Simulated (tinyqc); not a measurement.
From results back to parameters: smearing for a one-band metal on the square lattice. Four cases, with inputs chosen for the exercise.

Problem. With Gaussian smearing, f = erfc(x)/2, s = exp(-x^2)/(2 sqrt(pi)), x = (E_k - mu)/sigma and free energy F = E - sigma S, small widths give F(sigma) = E0 - D sigma^2/4, where D is the density of states at the Fermi level (both spins, per cell). F at two widths was computed from hidden E0 and D.

Case 1.

Values chosen: s1 = 0.134 eV; s2 = 0.268 eV.
F(s1) = -2.0717559 eV
F(s2) = -2.0866234 eV

Case 2.

Values chosen: s1 = 0.124 eV; s2 = 0.248 eV.
F(s1) = -1.8979367 eV
F(s2) = -1.9073468 eV

Case 3.

Values chosen: s1 = 0.112 eV; s2 = 0.224 eV.
F(s1) = -1.4920082 eV
F(s2) = -1.5070328 eV

Case 4.

Values chosen: s1 = 0.088 eV; s2 = 0.176 eV.
F(s1) = -1.4681605 eV
F(s2) = -1.4806419 eV

Find: D; E0.

Solution. D = 4 (F(s1) - F(s2))/(s2^2 - s1^2); E0 = F(s1) + D s1^2/4.

Case 1.

D = 1.104 1/eV
E0 = -2.0668 eV

Case 2.

D = 0.816 1/eV
E0 = -1.8948 eV

Case 3.

D = 1.597 1/eV
E0 = -1.4870 eV

Case 4.

D = 2.149 1/eV
E0 = -1.4640 eV

Computed by tinyqc, one run a case: `OMP_NUM_THREADS=1 python tinyqc.py N N+1 out.jsonl` with N = 1651845, 1651848, 1651894, 1651995; one thread of a shared Intel(R) Xeon(R) Processor @ 2.30GHz, about 0.1 s a run at most.
